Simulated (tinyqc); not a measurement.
Inside a calculation. Method: sp3 tight binding, zinc-blende lattice. One step of it, computed by the program tinyqc.

Task: Levels at k. Diagonalise the Hermitian matrix.

H(k) at k (eV), lower triangle (Hermitian):
```
                       a s                 a px                 a py                a pz
a s             -11.150000
a px              0.000000            -6.290000
a py              0.000000             0.000000            -6.290000
a pz              0.000000             0.000000             0.000000           -6.290000
c s   -12.027258+1.432249i  -1.283790+3.258217i  -3.157432+1.324769i  0.728298-5.743348i
c px    1.283790-3.258217i   4.085693-0.486539i  -1.179863+9.304382i  5.115127-2.146162i
c py    3.157432-1.324769i  -1.179863+9.304382i   4.085693-0.486539i  2.079776-5.278402i
c pz   -0.728298+5.743348i   5.115127-2.146162i   2.079776-5.278402i  4.085693-0.486539i

             c s       c px       c py       c pz
c s   -11.150000
c px    0.000000  -6.290000
c py    0.000000   0.000000  -6.290000
c pz    0.000000   0.000000   0.000000  -6.290000
```

Give: eigenvalues; weights |c|^2 of the basis functions.

Result:

eigenvalues (eV): -25.7134  -19.6279  -17.7678  -15.7391  2.4364  3.5285  5.0058  7.8377

weights |c|^2 of the basis functions:
```
      band 1  band 2  band 3  band 4  band 5  band 6  band 7  band 8
a s   0.4349  0.0453  0.0164  0.0400  0.0660  0.3284  0.0069  0.0622
a px  0.0207  0.1346  0.2987  0.0420  0.0083  0.0307  0.3241  0.1409
a py  0.0038  0.2644  0.1847  0.0337  0.0548  0.1061  0.1633  0.1892
a pz  0.0406  0.0557  0.0002  0.3843  0.3709  0.0348  0.0058  0.1077
c s   0.4349  0.0453  0.0164  0.0400  0.0660  0.3284  0.0069  0.0622
c px  0.0207  0.1346  0.2987  0.0420  0.0083  0.0307  0.3241  0.1409
c py  0.0038  0.2644  0.1847  0.0337  0.0548  0.1061  0.1633  0.1892
c pz  0.0406  0.0557  0.0002  0.3843  0.3709  0.0348  0.0058  0.1077
```
